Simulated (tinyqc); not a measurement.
Atomic layer deposition: Langmuir saturation, growth per cycle and coating of deep features: one step, computed by the program tinyqc.

Precursor A sticks only on free sites, so a long enough pulse saturates; co-reactant B then frees the sites again.

Task: Exposure for a deep feature. Diffusion-limited filling (Gordon) of a round hole of diameter w: a saturation front at depth z needs dz/dt = D_K n/(z (4q/w)), with Knudsen D_K = w c/3 and F = n c/4; including the entrance and floor terms, t = (q/F)(1 + 19a/4 + 3a^2/2). Reaction-limited filling needs ln(100)/k_a at any depth, k_a = beta F/q. Flow is molecular. The front picture holds when the modulus a sqrt(beta) is well above 1. Depth reached by the given pulse: solve the same formula for a. Exposure = p x diffusion-limited time; 1 langmuir = 1.33322e-4 Pa s.

Inputs (values chosen for the exercise, modelled on titanium nitride from the chloride and ammonia):
```
quantity                                  value    unit
site density q                              2.1  1/nm^2
sticking probability beta on free sites   0.038       -
precursor pressure p                         13      Pa
temperature T                               175       C
pulse time t                             0.0013       s
aspect ratio a                               45       -
```

Feature: round hole.

flux F = 117381.2 1/(nm^2 s)

Give: diffusion-limited time; exposure; modulus; aspect ratio reached by the front in time t.

Result:

diffusion-limited time = 0.058184 s

exposure = 5673.4 langmuir

modulus = 8.7721

aspect ratio reached by the front in time t = 5.5077

Caution: the pulse is shorter than ln(100)/k_a, so even the open surface is not saturated and the depth reached has no meaning. Caution: the depth reached is formal here: it is under 2/sqrt(beta), so no sharp front has formed.
